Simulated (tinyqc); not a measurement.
Tunnelling through a gate dielectric, WKB transmission and Tsu-Esaki current: effect of temperature.

Electrons leave the emitter at x = 0. Energies E (motion across the layers) are in eV from the emitter Fermi level; the collector Fermi level lies at -V and offers states at every E. No charge in the dielectric and no image force: F1 = V/t1, U = phi1 - F1 x. With C = hbar^2/(2 m0), kappa = sqrt(m (U - E)/C) where U > E and 0 elsewhere; T(E) = exp(-S), S = 2 times the integral of kappa over x.

Each layer adds (2/F) sqrt(m/C) [G(u at its left edge) - G(u at its right edge)] to S, with u = U - E (0 where negative) and G(u) = (2/3) u^1.5. J = J0 times the integral of T(E) N(E) dE, N = ln[(1 + exp(-E/Vt))/(1 + exp((-E - V)/Vt))], J0 = q^2 me m0 kB T/(2 pi^2 hbar^3) (times 1e-4 for A/cm^2 per eV), from E = -Ef to far above the barrier (T = 1 there), by quadrature converged to the digits shown. The share over the barrier is that of energies above the highest band edge; 0 means below 1e-6 %.

Inputs (values chosen for the exercise); dielectric values close to those of aluminium oxide:

| symbol | value | unit | meaning |
|---|---|---|---|
| Ef | 4.2 | eV | Fermi energy of the emitter above its band bottom |
| me | 0.35 | m0 | emitter mass in the supply function |
| phi1 | 2.57 | eV | barrier of layer 1 above the emitter Fermi level at zero bias |
| m1 | 0.39 | m0 | tunnelling mass of layer 1 |
| t1 | 3.4 | nm | thickness of layer 1 |
| V | 0.3 | V | voltage across the dielectric |

Constants: q = 1.602176634e-19 C, kB = 1.380649e-23 J/K, hbar = 1.054571817e-34 J s, m0 = 9.1093837015e-31 kg, Vt = kB T/q, hbar^2/(2 m0) = 0.0380998212 eV nm^2. Results are converted to the units shown.

Results:

| T (K) | J (A/cm^2) | mean E of the current (eV) | share over the barrier (%) |
|---|---|---|---|
| 50 | 2.175e-7 | -0.2574 | 0 |
| 100 | 2.184e-7 | -0.2561 | 0 |
| 200 | 2.221e-7 | -0.2510 | 0 |
| 300 | 2.285e-7 | -0.2422 | 0 |
| 400 | 2.380e-7 | -0.2295 | 0 |
| 500 | 2.512e-7 | -0.2124 | 0 |
| 750 | 3.085e-7 | -0.1380 | 0.0408 |

Estimate the missing row, T = 600 K.

Computed row:

| T (K) | J (A/cm^2) | mean E of the current (eV) | share over the barrier (%) |
|---|---|---|---|
| 600 | 2.690e-7 | -0.1898 | 1.45e-6 |

With this row back in the table: Between 50 and 300 K the current changes by a factor of 1.05, and between 300 and 750 K by 1.35; the mean energy of the current rises from -0.257 to -0.138 eV. The transmission grows by a factor e over d = 0.143 eV near E = 0, equal to kB T/q at 1660 K: far below that temperature the thermal tail adds little.

tinyqc, about 0.04 s, one thread, Intel Xeon 2.30GHz (shared host): `OMP_NUM_THREADS=1 python tinyqc.py 2540034 2540035 out.jsonl`
